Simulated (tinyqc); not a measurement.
Implant damage, amorphisation by cascade overlap, and solid-phase epitaxial regrowth. Inputs raised by 2 %, one at a time. Computed by tinyqc, a small Python program. Command: `OMP_NUM_THREADS=1 python tinyqc.py 3112089 3112090 out.jsonl sper sens`. One thread of a shared host (Intel(R) Xeon(R) Processor @ 2.30GHz), about 0.02 s of CPU time with the checks.

Range and width of the damage are inputs. Dynamic annealing enters only through the surviving share f.

Inputs (values chosen for the exercise, modelled on antimony ions in silicon):

| quantity | value | unit |
|---|---|---|
| atomic density N | 49.9 | 1/nm^3 |
| ion Z1 | 51 | - |
| ion mass M1 | 121.8 | u |
| target Z2 | 14 | - |
| target mass M2 | 28.09 | u |
| ion energy E | 30 | keV |
| displacement energy E_d | 16 | eV |
| depth of the damage peak R_d | 14 | nm |
| width of the damage profile s_d | 7.7 | nm |
| share of defects that survive f | 0.42 | - |
| critical displaced share x_c | 0.19 | - |
| dose Q | 1.8e+15 | 1/cm^2 |
| regrowth prefactor v0 | 3.9e+15 | nm/s |
| regrowth energy E_a | 2.71 | eV |
| anneal temperature | 716 | C |
| rate relative to (100) | 0.33 | - |
| peak enhancement by the dopant | 11 | - |
| ramp rate | 8.5 | K/s |

Constants: a_0 = 0.529177210903 angstrom; e^2/(4 pi eps_0) = 14.39964548 eV angstrom; k_B = 8.617333262e-05 eV/K.

Method:
- Robinson partition: eps = E a M2/(Z1 Z2 (e^2/(4 pi eps_0)) (M1 + M2)), a = 0.8853 a_0/sqrt(Z1^(2/3) + Z2^(2/3)); k = 0.0793 Z1^(2/3) Z2^(1/2) (M1 + M2)^(3/2)/((Z1^(2/3) + Z2^(2/3))^(3/4) M1^(3/2) M2^(1/2)); damage energy T_d = E/(1 + k (eps + 0.40244 eps^(3/4) + 3.4008 eps^(1/6))); displacements nu = 0.8 T_d/(2 E_d).
- Displaced share x(z) = f nu Q exp(-(z - R_d)^2/(2 s_d^2))/(sqrt(2 pi) s_d N); the layer is amorphous where x > x_c, between R_d -/+ s_d sqrt(2 ln(x_max/x_c)), the upper edge being cut at the surface. Threshold dose Q_c = Q x_c/x_max.
- Displaced atoms per area beyond the lower edge z2: f nu Q (1/2) erfc((z2 - R_d)/(sqrt2 s_d)); they are not removed by regrowth.
- v = v0 x orientation factor x exp(-E_a/(k_B T)) x [1 + (enhancement - 1) exp(-(z - R_d)^2/(2 s_d^2))], T = anneal temperature + 273.15 K; the dopant is taken to follow the damage profile; the lower front moves from the lower edge z2 to the surface, or to the middle (z1 + z2)/2 of a buried layer with upper edge z1; time = int dz/v; the equivalent undoped distance is that time times the undoped velocity.
- On a linear ramp from 200 C regrowth ends at the T_f where int v_undoped dT/(ramp rate) equals the equivalent undoped distance.

Runs:

| input moved | from | to | threshold dose Q_c (1/cm^2) | lower edge (nm) | displaced atoms beyond z2 (1/cm^2) | temperature at which regrowth ends (C) |
|---|---|---|---|---|---|---|
| base run | - | - | 7.2672e+13 | 33.509 | 2.5585e+15 | 654.13 |
| ion energy E (keV) | 30 | 30.6 | 7.1304e+13 | 33.566 | 2.5524e+15 | 654.28 |
| displacement energy E_d (eV) | 16 | 16.32 | 7.4125e+13 | 33.449 | 2.5649e+15 | 653.98 |
| depth of the damage peak R_d (nm) | 14 | 14.28 | 7.2672e+13 | 33.789 | 2.5585e+15 | 654.48 |
| width of the damage profile s_d (nm) | 7.7 | 7.854 | 7.4125e+13 | 33.837 | 2.6162e+15 | 654.16 |
| critical displaced share x_c | 0.19 | 0.1938 | 7.4125e+13 | 33.449 | 2.6162e+15 | 653.98 |
| regrowth energy E_a (eV) | 2.71 | 2.7642 | 7.2672e+13 | 33.509 | 2.5585e+15 | 672.15 |

Exponents ln(y'/y) / ln(x'/x):

| input | threshold dose Q_c | lower edge | displaced atoms beyond z2 | temperature at which regrowth ends |
|---|---|---|---|---|
| ion energy E | -0.96 | 0.087 | -0.121 | 0.011 |
| displacement energy E_d | 1.00 | -0.091 | 0.127 | -0.012 |
| depth of the damage peak R_d | 0.00 | 0.420 | 0.000 | 0.027 |
| width of the damage profile s_d | 1.00 | 0.493 | 1.127 | 0.002 |
| critical displaced share x_c | 1.00 | -0.091 | 1.127 | -0.012 |
| regrowth energy E_a | 0.00 | 0.000 | 0.000 | 1.373 |

Which inputs matter most for each result?

Among the inputs moved here: threshold dose Q_c answers most in size to displacement energy E_d (exponent +1.000), and about equally to width of the damage profile s_d (+1.000), critical displaced share x_c (+1.000); its exponent is below 0.0005 for depth of the damage peak R_d, regrowth energy E_a. Its exponent +1.000 in displacement energy E_d: displacements go as 1/E_d. Its exponent +1.000 in width of the damage profile s_d: the same damage spread over more depth. Lower edge answers most in size to width of the damage profile s_d (exponent +0.493), next to depth of the damage peak R_d (+0.420); its exponent is below 0.0005 for regrowth energy E_a. Displaced atoms beyond z2 answers most in size to width of the damage profile s_d (exponent +1.127), and about equally to critical displaced share x_c (+1.127); its exponent is below 0.0005 for depth of the damage peak R_d, regrowth energy E_a. Temperature at which regrowth ends answers most in size to regrowth energy E_a (exponent +1.373), next to depth of the damage peak R_d (+0.027).

Extremes, crossings and ranges named in words are read from the listed rows.
